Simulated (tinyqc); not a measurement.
Inside a calculation. Method: sp3 tight binding, zinc-blende lattice. One step of it, computed by the program tinyqc.

Question. Bloch Hamiltonian at k. Slater-Koster rules over the four bonds with direction cosines (l, m, n): ss V_ss; s-px l V_sp; px-s -l V_sp; px-px l^2 V_pps + (1 - l^2) V_ppp; px-py l m (V_pps - V_ppp); each times exp(i k.d).

Parameters chosen for this model: zinc-blende lattice, anion at 0, cation at a/4 (1,1,1); V = eta hbar^2 / (m d^2), hbar^2/m = 7.619964 eV angstrom^2:
```
parameter          value      unit
a               4.060000  angstrom
d               1.758032  angstrom
Es anion      -14.710000        eV
Ep anion       -7.730000        eV
Es cation      -9.860000        eV
Ep cation      -5.190000        eV
eta ss         -1.400000
eta sp          1.840000
eta pp sigma    3.240000
eta pp pi      -0.810000
V ss           -3.451657        eV
V sp            4.536463        eV
V pp sigma      7.988120        eV
V pp pi        -1.997030        eV
```

k point k (2 pi / a): -0.570000  0.550000  -0.050000

Give: H(k) at k.

Answer.

H(k) at k (eV):
```
                  a s             a px            a py             a pz
a s          -14.7100           0.0000          0.0000           0.0000
a px           0.0000          -7.7300          0.0000           0.0000
a py           0.0000           0.0000         -7.7300           0.0000
a pz           0.0000           0.0000          0.0000          -7.7300
c s   -5.5891-0.6429i  -0.3908-5.2936i  0.4166+4.9656i  -6.1981-0.3338i
c px   0.3908+5.2936i   2.1558+0.2480i  7.8765+0.4242i  -0.5294-6.3103i
c py  -0.4166-4.9656i   7.8765+0.4242i  2.1558+0.2480i   0.4966+6.7271i
c pz   6.1981+0.3338i  -0.5294-6.3103i  0.4966+6.7271i   2.1558+0.2480i

                  c s             c px             c py             c pz
a s   -5.5891+0.6429i   0.3908-5.2936i  -0.4166+4.9656i   6.1981-0.3338i
a px  -0.3908+5.2936i   2.1558-0.2480i   7.8765-0.4242i  -0.5294+6.3103i
a py   0.4166-4.9656i   7.8765-0.4242i   2.1558-0.2480i   0.4966-6.7271i
a pz  -6.1981+0.3338i  -0.5294+6.3103i   0.4966-6.7271i   2.1558-0.2480i
c s           -9.8600           0.0000           0.0000           0.0000
c px           0.0000          -5.1900           0.0000           0.0000
c py           0.0000           0.0000          -5.1900           0.0000
c pz           0.0000           0.0000           0.0000          -5.1900
```
